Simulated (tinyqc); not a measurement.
Koster-Slater impurity in a tight-binding band, by Green functions and by supercells: one step, computed by the program tinyqc. Command: `OMP_NUM_THREADS=1 python tinyqc.py 3001128 3001129 out.jsonl kosterslater walk`. One thread of a shared host (Intel(R) Xeon(R) Processor @ 2.30GHz), about 0.04 s of CPU time with the checks.

One orbital per site, e(k) = -2 t sum cos(k_i) over 3 direction(s), band from -6 t to 6 t, lattice constant 1. One site has the extra energy U. Spin is left out.

Problem. Scattering. T = U/(1 - U G0); phase shift delta = -arg(1 - U G0) in (-pi, pi]; host density of states -Im G0/pi; on the impurity -Im[G0/(1 - U G0)]/pi; lifetime of a band state hbar/(-2 c Im T).

Inputs (values chosen for the exercise, for a model band): impurity potential U = -3.99 eV; impurity concentration c = 0.004 per site.

Lattice: simple cubic.

G0(E + i eta) = -0.0724630-0.7487015i 1/eV

Constants: hbar = 6.582119569e-16 eV s.

Give: T matrix; phase shift delta; host density of states; density of states on the impurity; scattering lifetime.

Solution.

T matrix = -0.3008-1.2641i eV

phase shift delta = 1.3372 rad

host density of states = 0.23832 1/eV

density of states on the impurity = 0.025274 1/eV

scattering lifetime = 65.089 fs

The Born approximation would take Im T = U^2 Im G0 = -11.9 eV, 9.43 times the full value.
